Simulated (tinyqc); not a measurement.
Pump-down curve: gas flow in a process chamber: flow regimes, conductance, effective pumping speed, pump-down, outgassing and purge. Computed by tinyqc, a small Python program. Command: `OMP_NUM_THREADS=1 python tinyqc.py 3121443 3121444 out.jsonl pump walk`. One thread of a shared host (Intel(R) Xeon(R) Processor @ 2.30GHz), about 0.05 s of CPU time with the checks.

Ideal gas, isothermal flow, a pump of constant speed at the end of a round pipe; process gas, volume gas and outgassing are given the same properties. 1 sccm = 101325 Pa x 1e-6 m^3/60 s x T/273.15 K.

Inputs (values chosen for the exercise, modelled on hydrogen near room temperature):

| quantity | value | unit |
|---|---|---|
| molar mass M | 2.016 | g/mol |
| molecular diameter | 0.27 | nm |
| viscosity eta | 8.9 | micropascal s |
| temperature T | 350 | K |
| chamber volume V | 210 | L |
| wall area | 2.3 | m^2 |
| pipe diameter d | 16 | cm |
| pipe length l | 11 | cm |
| pump speed S | 120 | L/s |
| outgassing rate after 1 h | 1.9e-06 | Pa m^3/(s m^2) |
| outgassing exponent n | 0.71 | - |
| starting pressure p0 | 260 | Pa |

Constants: k_B = 1.380649e-23 J/K; u = 1.6605390666e-27 kg.

Method:
- Mean speed c = sqrt(8 k_B T/(pi m)); aperture conductance C_a = c pi d^2/16; molecular pipe C_m = C_a/(1 + 3 l/(4 d)) (Dushman form); viscous pipe C_v = pi d^4 p_mean/(128 eta l); Knudsen interpolation C = C_v + C_m (1 + x)/(1 + 1.24 x), x = d p_mean sqrt(m/(k_B T))/eta.
- Effective speed 1/S_eff = 1/S + 1/C_m; time constant V/S_eff; pressure at which the free path k_B T/(sqrt2 pi d_m^2 p) equals d.
- Pump-down: V dp/dt = -S_eff(p) p + q(t) A, with S_eff = S p_2/p, where p_2 solves C((p + p_2)/2) (p - p_2) = S p_2 at each moment, and q(t) = q_1 (1 h/(t + 10 s))^n; integrated adaptively. At long times p = q(t) A/S_eff.
- S_eff(p) is tabulated at 260 pressures and interpolated in ln p. Comparison columns: p0 exp(-t/time constant) with the molecular S_eff (0 below 1e-26 p0), and the outgassing limit.

time constant = 1.78303 s

S_eff in molecular flow = 117.777 L/s

Pressure against time:

| t (s) | p (Pa) | S_eff (L/s) | volume gas only (Pa) | outgassing limit (Pa) |
|---|---|---|---|---|
| 0.3 | 2.1904e+02 | 120.00 | 2.1974e+02 | 2.3729e-03 |
| 1 | 1.4683e+02 | 119.99 | 1.4839e+02 | 2.2647e-03 |
| 3 | 4.6832e+01 | 119.98 | 4.8335e+01 | 2.0114e-03 |
| 10 | 8.6536e-01 | 119.26 | 9.5336e-01 | 1.4814e-03 |
| 30 | 9.4820e-04 | 117.78 | 1.2818e-05 | 9.0559e-04 |
| 100 | 4.4681e-04 | 117.78 | 1.1424e-22 | 4.4158e-04 |
| 300 | 2.1248e-04 | 117.78 | 0 | 2.1161e-04 |
| 1000 | 9.1595e-05 | 117.78 | 0 | 9.1480e-05 |
| 3600 | 3.7044e-05 | 117.78 | 0 | 3.7031e-05 |
| 20000 | 1.0978e-05 | 117.78 | 0 | 1.0978e-05 |
| 100000 | 3.5024e-06 | 117.78 | 0 | 3.5024e-06 |

From t = 30 s on the pressure is within 20 % of the outgassing limit, which falls only as (t + 10 s)^-0.71: walls, not volume, set the time to base pressure.
